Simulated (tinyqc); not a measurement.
# Schottky diode by thermionic emission with image-force lowering and series resistance: what changes with what

Metal on an n-type semiconductor with one parabolic valley; V > 0 is forward bias (metal positive). I = I0 [exp(Vj/(n Vt)) - 1] with Vj = V - I Rs; I0 = S A* T^2 exp(-(phi - dphi)/Vt), the lowering dphi taken at zero bias.

Parameters, values chosen for the exercise; band and dielectric values those of a made-up semiconductor:
- T = 400 K (temperature)
- me = 0.179 m0 (electron mass)
- eps_r = 9.29 (relative permittivity)
- phi = 0.88 eV (barrier height seen from the metal)
- Nd = 3.8e15 cm^-3 (donor density)
- S = 0.00011 cm^2 (area)
- n = 1.11 (ideality factor)
- Rs = 17 ohm (series resistance)

Constants: q = 1.602176634e-19 C, kB = 1.380649e-23 J/K, h = 6.62607015e-34 J s, m0 = 9.1093837015e-31 kg, Vt = kB T/q, eps0 = 8.8541878128e-14 F/cm where lengths are in cm. Results are converted to the units shown.

Each table varies one quantity; the others keep the values above.

## Current against voltage

A* = 4 pi q me m0 kB^2/h^3 (times 1e-4 for A/(cm^2 K^2)); Nc = 2 (2 pi me m0 kB T/h^2)^1.5 (times 1e-6 for cm^-3); xi = Vt ln(Nc/Nd), Vbi = phi - xi; surface field Em = sqrt(2 q Nd (Vbi - V - Vt)/(eps0 eps_r)); dphi = sqrt(q Em/(4 pi eps0 eps_r)). The apparent ideality is (dV/d ln I)/Vt.

Current against voltage:
```
V (V)	I (A)	Vj (V)	apparent ideality
0.05	1.562e-8	0.05000	0.8095
0.17	4.872e-7	0.1700	1.097
0.29	1.129e-5	0.2898	1.115
0.41	2.354e-4	0.4060	1.226
0.54	0.002534	0.4969	2.360
0.66	0.007232	0.5371	4.677
0.78	0.01298	0.5594	7.509
0.9	0.01916	0.5743	10.56
1.02	0.02557	0.5854	13.72
1.14	0.03211	0.5941	16.95
```

I rises from 1.56e-8 to 0.0321 A, and the apparent ideality rises from 0.810 to 16.9, against n = 1.11. It starts below n because the -1 in the diode law still counts there. From V = 0.54 V on, I Rs exceeds n Vt and the resistance bends the curve. In 4 of the 10 rows Vj is within 3 Vt of Vbi or past it, where the depletion layer is gone and the emission formula overstates the current.

## Effect of the doping on the lowering

Same model as above.

Here V = 0 in Em.

Result of one run:
```
Nd (cm^-3)	Vbi (V)	Em (kV/cm)	dphi (meV)	I0 (A)
1.8e15	0.62515	20.352	17.761	5.1813e-9
```

What becomes of these results when the donor density Nd is changed from 1.8e15 to 1e14 cm^-3, all else the same?

Result of the changed run:
```
Nd (cm^-3)	Vbi (V)	Em (kV/cm)	dphi (meV)	I0 (A)
1e14	0.52552	4.3737	8.2337	3.9301e-9
```

The whole series:
```
Nd (cm^-3)	Vbi (V)	Em (kV/cm)	dphi (meV)	I0 (A)
1e14	0.52552	4.3737	8.2337	3.9301e-9
4.4e14	0.57659	9.6397	12.224	4.4124e-9
1.8e15	0.62515	20.352	17.761	5.1813e-9
7.8e15	0.67569	44.141	26.157	6.6104e-9
3.3e16	0.72541	94.247	38.221	9.3804e-9
1.4e17	0.77522	201.00	55.816	1.5629e-8
5.8e17	0.82422	422.42	80.917	3.2372e-8
```

dphi rises from 8.23 to 80.9 meV, as Nd^(0.26) (1/4 at fixed Vbi), and I0 grows by a factor of 8.24. Emission limits the current only if the drift velocity at the surface is well above A* T^2/(q Nc) = 7.34e6 cm/s; with a mobility of 809 cm^2/(V s) it is less than three times that in 3 of the rows, where I0 is overstated.

Program tinyqc, `OMP_NUM_THREADS=1 python tinyqc.py 2640089 2640090 out.jsonl`; Intel Xeon 2.30GHz, shared host, one thread, about 0.01 s.
